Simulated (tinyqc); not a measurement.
One-diode model of a solar cell: one step of the calculation.

J is the current delivered and Vj = V + J Rs the junction voltage. J = X JL - J01 (exp(Vj/(n1 Vt)) - 1) - Vj/Rp. The photocurrent does not depend on voltage.

Question. Figures of merit. Jsc at V = 0, Voc at J = 0, the maximum power point where J (1 + 2 Rs G) = G Vj with G = -dJ/dVj; FF = Vmp Jmp/(Voc Jsc); efficiency Vmp Jmp/(X Pin). Empirical fill factor without parasitics FF0 = (v - ln(v + 0.72))/(v + 1), v = Voc/(n1 Vt).

Values chosen for this exercise; values of the order met in cells of silicon:

| symbol | value | unit | meaning |
|---|---|---|---|
| T | 323 | K | temperature |
| JL | 38 | mA/cm^2 | photocurrent at one sun |
| X | 0.1 | suns | concentration |
| J01 | 1.5e-6 | A/cm^2 | saturation current of the diode |
| n1 | 1.75 |  | ideality factor of the diode |
| Rs | 0 | ohm cm^2 | series resistance |
| Rp | 1000 | ohm cm^2 | shunt resistance |
| Pin | 100 | mW/cm^2 | incident power at one sun |

Constants: q = 1.602176634e-19 C, kB = 1.380649e-23 J/K, Vt = kB T/q. Results are converted to the units shown.

Wanted: Jsc; Voc; Vmp; Jmp; FF; efficiency; FF0.

Answer.

Jsc = 3.8000 mA/cm^2
Voc = 0.37669 V
Vmp = 0.28085 V
Jmp = 3.0418 mA/cm^2
FF = 0.59683
efficiency = 8.5430 %
FF0 = 0.64108

FF is 6.9 % below FF0. Removing one loss at a time changes the efficiency by: shunt +0.81 points.

Program tinyqc, `OMP_NUM_THREADS=1 python tinyqc.py 2280044 2280045 out.jsonl`; Intel Xeon 2.30GHz, shared host, one thread, about 0.01 s.
